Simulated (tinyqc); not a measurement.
Grain growth, pinning, strength and diffusional creep of a polycrystal or thin film: one step, computed by the program tinyqc. Command: `OMP_NUM_THREADS=1 python tinyqc.py 3031549 3031550 out.jsonl grain walk`. One thread of a shared host (Intel(R) Xeon(R) Processor @ 2.30GHz), about 0.01 s of CPU time with the checks.

One mean grain size d describes the structure.

Problem. Yield stress. Hall-Petch term k_y/sqrt(d). Orowan term 3.06 x 0.4 G b ln(2 rbar/b)/(pi lambda sqrt(1 - nu)) with nu = 1/3, rbar = sqrt(2/3) r, lambda = rbar (sqrt(pi/f) - 2). Film term (threading dislocation, matched substrate, the geometry of an fcc (111) film taken for all cases): 3.464 G b ln(2 h/b)/(4 pi (1 - nu) h). The terms are added to sigma_0.

Inputs (values chosen for the exercise, modelled on aluminium):
```
quantity                    value       unit
shear modulus G              25.2        GPa
Burgers vector b            2.863   angstrom
anneal temperature T          441          K
particle volume fraction f  0.003          -
particle radius r              23         nm
film thickness h             1300         nm
friction stress sigma_0        17        MPa
Hall-Petch slope k_y        0.052  MPa m^0.5
```

Sample: thin film on a substrate.

grain size d = 65.34556 nm

Give: Hall-Petch term; Orowan term; film term; yield stress.

Solution.

Hall-Petch term = 203.4 MPa

Orowan term = 29.45 MPa

film term = 20.91 MPa

yield stress = 270.8 MPa

Caution: the grains are smaller than the film is thick, so they are not columnar, and the groove drag and film term are overstated.
